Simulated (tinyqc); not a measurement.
# Which input was changed?

Model: vacuum evaporation: vapour pressure, source flux, thickness distribution, purity and step coverage. Computed by tinyqc, a small Python program. Command: `OMP_NUM_THREADS=1 python tinyqc.py 3110065 3110066 out.jsonl evap which`. One thread of a shared host (Intel(R) Xeon(R) Processor @ 2.30GHz), about 0.05 s of CPU time with the checks.

Molecular flow, unit sticking of the metal, no re-evaporation. The background gas is taken as water vapour (18.015 g/mol, collision diameter 0.37 nm) at 300 K.

Inputs (values chosen for the exercise, modelled on aluminium, with constants for the liquid):

| quantity | value | unit |
|---|---|---|
| molar mass M | 26.98 | g/mol |
| film density rho | 2.7 | g/cm^3 |
| vapour-pressure constant A | 10.95 | - |
| vapour-pressure constant B | 16160 | K |
| source temperature T | 1570 | K |
| source area | 0.71 | cm^2 |
| directionality n | 1 | - |
| source-to-wafer distance h | 50 | cm |
| wafer radius R | 7.5 | cm |
| source offset from the axis s/h | 0.32 | - |
| background pressure p | 6e-08 | Pa |
| sticking of background gas | 0.9 | - |

Constants: u = 1.6605390666e-27 kg; k_B = 1.380649e-23 J/K; R = 8.314462618 J/(mol K).

Method:
- log10(p_v/Pa) = A - B/T; flux from the surface Phi = p_v/sqrt(2 pi m k_B T), m = M u.
- Mass loss = Phi x area x m; heat of evaporation = ln(10) R B; d ln Phi/dT = ln(10) B/T^2 - 1/(2 T).
- A small source emits (n + 1) Phi area cos^n(phi)/(2 pi) per solid angle; on a parallel plane at height h and lateral distance l the arrival rate is (n + 1) Phi area/(2 pi h^2) x (1 + (l/h)^2)^(-(n + 3)/2). Growth rate = arrival rate x m/rho, m = M u. The wafer is fixed and centred above the source.
- Rotating wafer, source offset by s and facing upwards: thickness at radius r is the mean over the angle a of (1 + (r^2 + s^2 - 2 r s cos a)/h^2)^(-(n + 3)/2), by 360 equal steps; non-uniformity (max - min)/(max + min) over 21 radii from 0 to R.
- Mean free path lambda = k_B T_g/(sqrt2 pi d^2 p); unscattered share exp(-h/lambda); gas arrival p/sqrt(2 pi m_g k_B T_g); impurity ratio = sticking x gas arrival/metal arrival; monolayer time = 1e15 cm^-2/(sticking x gas arrival).

Question. One of these inputs alone was changed, within the range given: source temperature T (900 to 2400); source area (0.355 to 1.42); directionality n (0.5 to 2); background pressure p (3e-08 to 1.2e-07). Which one, and to what value?

Results:

| run | impurity ratio | share of the material that lands on the wafer, 1 - (1 + (R/h)^2)^(-(n + 1)/2) (%) | non-uniformity, rotating (%) |
|---|---|---|---|
| before | 0.000368394 | 2.200489 | 1.472117 |
| after | 0.002997588 | 2.200489 | 1.472117 |

Answer.

Each candidate set to reproduce impurity ratio, and what it then gives:

| candidate | range searched | value needed | share of the material that lands on the wafer, 1 - (1 + (R/h)^2)^(-(n + 1)/2) (%) | non-uniformity, rotating (%) |
|---|---|---|---|---|
| source temperature T (K) | 900 to 2400 | 1440 | 2.2005 | 1.4721 |
| source area (cm^2) | 0.355 to 1.42 | out of reach | - | - |
| directionality n | 0.5 to 2 | out of reach | - | - |
| background pressure p (Pa) | 3e-08 to 1.2e-07 | out of reach | - | - |

Only source temperature T fits every result: it went from 1570 to 1440 K. No other candidate reaches the first result within its range.
